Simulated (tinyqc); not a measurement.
Optical constants across the spectrum: Lorentz oscillators and the Kramers-Kronig relations.

eps(E) = 1 + sum_j S_j/(E0_j^2 - E^2 - i G_j E).

n + i k = sqrt(eps1 + i eps2) with k >= 0; R = ((n - 1)^2 + k^2)/((n + 1)^2 + k^2) at normal incidence from vacuum; alpha = 2 E k/(hbar c), times 1e8 for 1/cm; loss function Im(-1/eps) = eps2/(eps1^2 + eps2^2).

Constants: hbar c = 1973.269805 eV angstrom.

Parameters, chosen for this exercise: E0 = (10, 13.96) eV (resonances); G = (0.42, 3.27) eV (widths); S = (29.6, 71.2) eV^2 (strengths).

Spectrum:

| E (eV) | eps1 | eps2 | n | k | R | loss |
|---|---|---|---|---|---|---|
| 2.09 | 1.683 | 0.016 | 1.297 | 0.006 | 0.017 | 0.006 |
| 4.95 | 1.806 | 0.050 | 1.344 | 0.019 | 0.022 | 0.015 |
| 7.80 | 2.263 | 0.160 | 1.505 | 0.053 | 0.041 | 0.031 |
| 10.66 | -0.219 | 0.961 | 0.619 | 0.776 | 0.232 | 0.989 |
| 13.52 | 1.054 | 1.523 | 1.205 | 0.632 | 0.084 | 0.444 |
| 16.37 | 0.190 | 0.472 | 0.591 | 0.399 | 0.121 | 1.824 |
| 19.23 | 0.530 | 0.133 | 0.734 | 0.091 | 0.026 | 0.445 |
| 22.08 | 0.694 | 0.058 | 0.834 | 0.035 | 0.009 | 0.120 |
| 24.94 | 0.782 | 0.032 | 0.885 | 0.018 | 0.004 | 0.052 |
| 27.79 | 0.836 | 0.020 | 0.914 | 0.011 | 0.002 | 0.028 |
| 30.65 | 0.871 | 0.013 | 0.933 | 0.007 | 0.001 | 0.017 |
| 33.50 | 0.895 | 0.009 | 0.946 | 0.005 | 0.001 | 0.012 |

What does the comparison show?

Among the energies listed the largest values are at (eV): eps2 13.52; n 7.80; k 10.66; R 10.66; loss 16.37. eps1 crosses zero at 10.05 and 10.75 eV; the last crossing is upward and marks the plasmon, against sqrt(sum S) = 10.04 eV for free electrons.

(tinyqc, `OMP_NUM_THREADS=1 python tinyqc.py 1681325 1681326 out.jsonl`, Intel(R) Xeon(R) Processor @ 2.30GHz, 1 thread, shared host, about 0.2 s.)
